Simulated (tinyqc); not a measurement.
Worked calculation: collinear exchange A + BC -> AB + C on a London-Eyring-Polanyi-Sato surface: saddle, string of images and rate. Computed by tinyqc, a small Python program that keeps every step. Command: `OMP_NUM_THREADS=1 python tinyqc.py 3113433 3113434 out.jsonl leps walk`. One thread of a shared host (Intel(R) Xeon(R) Processor @ 2.30GHz), about 0.04 s of CPU time with the checks. Intermediate numbers are printed to about 6 digits and carried at full precision; extremes and crossings named in words are read from the listed rows.

x = r(AB), y = r(BC), r(AC) = x + y. V is counted from separated atoms, the barrier from A + BC, that is V + D(BC).

Inputs (values chosen for the exercise, for a model exchange):
```
quantity            value           unit
D(AB)                 4.6             eV
r0(AB)               1.28       angstrom
beta(AB)             1.72     1/angstrom
D(BC)                3.27             eV
r0(BC)               1.49       angstrom
beta(BC)             1.82     1/angstrom
D(AC)                2.58             eV
r0(AC)               1.57       angstrom
beta(AC)             1.93     1/angstrom
Sato parameter S     0.13              -
mass of A           2.014              u
mass of B           2.014              u
mass of C           28.09              u
temperature T        1200              K
step of the string  0.015  angstrom^2/eV
```

Constants: nu for 1 eV/(angstrom^2 u) = 15.6333042 THz; h x 1 THz = 4.135667696 meV; k_B = 1.380649e-23 J/K; u = 1.6605390666e-27 kg; k_B = 8.617333262e-05 eV/K.

## One point of the surface

For each pair, with u = exp(-beta (r - r0)): Q = D [(3 + S) u^2 - (2 + 6 S) u]/(4 (1 + S)), J = D [(1 + 3 S) u^2 - (6 + 2 S) u]/(4 (1 + S)); V = Q1 + Q2 + Q3 - sqrt(((J1 - J2)^2 + (J2 - J3)^2 + (J3 - J1)^2)/2). Take x = r0(AB) + 0.3 and y = r0(BC) + 0.1 angstrom.

Pair terms:
```
pair         u     Q (eV)    J (eV)
AB    0.596903  -0.553824  -3.29874
BC    0.833601  -0.103021  -3.07644
AC    0.045593  -0.068634  -0.16126
```

V = -3.75792 eV

## Relaxing the string

String of 9 images between the fixed ends (r0(AB) + 2, r0(BC)) and (r0(AB), r0(BC) + 2), started on the two straight legs through (r0(AB) + 0.3, r0(BC) + 0.3): each iteration moves the inner images by -step x gradient (central differences) and spaces them evenly again along the broken line (coordinates are kept between 0.2 and 8 angstrom); stop when no coordinate changes by more than 1e-5 angstrom, at most 400 iterations.

Course:
```
iteration  highest inner image above A + BC (eV)  largest move (angstrom)
1                                       0.129015              4.38183e-02
2                                       0.089357              3.88841e-02
3                                       0.061607              3.23749e-02
4                                       0.043321              2.55771e-02
5                                       0.031866              1.93974e-02
6                                       0.024994              1.43310e-02
7                                       0.021013              1.20565e-02
...                                          ...                      ...
38                                      0.018029              3.08138e-05
39                                      0.018029              2.50258e-05
40                                      0.018029              2.03081e-05
41                                      0.018029              1.64669e-05
42                                      0.018029              1.33426e-05
43                                      0.018029              1.08037e-05
44                                      0.018029              8.74226e-06
```

Images at the end:
```
image  x (angstrom)  y (angstrom)  V + D(BC) (eV)
0           3.28000       1.49000         0.01020
1           2.82140       1.49157         0.01803
2           2.36285       1.49819         0.01564
3           1.90593       1.53741        -0.10392
4           1.47919       1.70428        -0.74756
5           1.29457       2.11470        -1.19632
6           1.28183       2.57280        -1.28397
7           1.28036       3.03140        -1.31216
8           1.28000       3.49000        -1.32266
```

last move = 8.74226e-06 angstrom

Converged in 44 iterations.

## Saddle by Newton steps

From the highest inner image, z -> z - H^-1 g with gradient g and Hessian H by central differences, steps capped at 0.15 angstrom, 12 steps.

The first seven points:
```
step        x        y  V + D(BC) (eV)  |g| (eV/angstrom)
0     2.82140  1.49157       0.0180292        1.65115e-02
1     2.67140  1.49239       0.0200613        1.08685e-02
2     2.55274  1.49378       0.0204506        7.43186e-03
3     2.57989  1.49368       0.0205096        4.96196e-04
4     2.58205  1.49367       0.0205099        2.91421e-06
5     2.58206  1.49367       0.0205099                  0
6     2.58206  1.49367       0.0205099                  0
```

saddle (x, y) (angstrom): 2.58206  1.49367

barrier = 0.0205099 eV

Hessian (eV/angstrom^2):
```
         x        y
x  -0.1289   0.2797
y   0.2797  21.0685
```

The highest image lies 2.5 meV below the saddle. Stretches at the saddle: AB 1.302, BC 0.004 angstrom, for a reaction energy D(BC) - D(AB) = -1.33 eV: an early barrier for an exothermic step.

## Frequencies at the saddle

Wilson matrix G = [[1/m_A + 1/m_B, -1/m_B], [-1/m_B, 1/m_B + 1/m_C]]; eigenvalues lambda of G H give nu = 15.6333042 THz x sqrt(|lambda|), the negative one being imaginary. Reactant: nu_BC from k = 2 D beta^2 and 1/m_B + 1/m_C. Skew angle: cos = sqrt(m_A m_C/((m_A + m_B)(m_B + m_C))).

imaginary frequency = 4.20650 THz

real frequency at the saddle = 51.5608 THz

nu_BC = 53.0784 THz

skew angle = 46.9180 degrees

## Transition-state rate

One-dimensional rate constant without tunnelling, k = sqrt(k_B T/(2 pi mu)) [sinh(h nu_BC/(2 k_B T))/sinh(h nu_s/(2 k_B T))] exp(-barrier/(k_B T)) with mu = m_A (m_B + m_C)/(m_A + m_B + m_C); Wigner factor 1 + (h nu_i/(k_B T))^2/24; adiabatic barrier = barrier + h (nu_s - nu_BC)/2.

adiabatic barrier = 0.0173719 eV

rate constant k = 78199.1 cm/s

Wigner factor = 1.00118

Caution: the adiabatic barrier is below k_B T, so the saddle is a poor dividing surface.

## Rate against temperature

The formulas are those given above.

Rates; the last column is k_B T^2 d ln k/dT:
```
T (K)  k (cm/s)  Wigner factor  activation energy (eV)
300       23421        1.01887                0.030309
400       32001        1.01061                0.034669
550       43099        1.00561                0.041308
750       55615        1.00302                0.050252
1000      68882        1.00170                0.061420
1400      86676        1.00087                0.079136
2000     108618        1.00042                0.105435
```

The activation energy goes from 0.030 eV at 300 K, near the adiabatic barrier plus k_B T/2 (0.030), to 0.105 eV at 2000 K; the classical limit is the barrier plus k_B T/2 (0.107).

Checks made by the program: V for A far away against -D(BC) (relative difference below 1e-10).
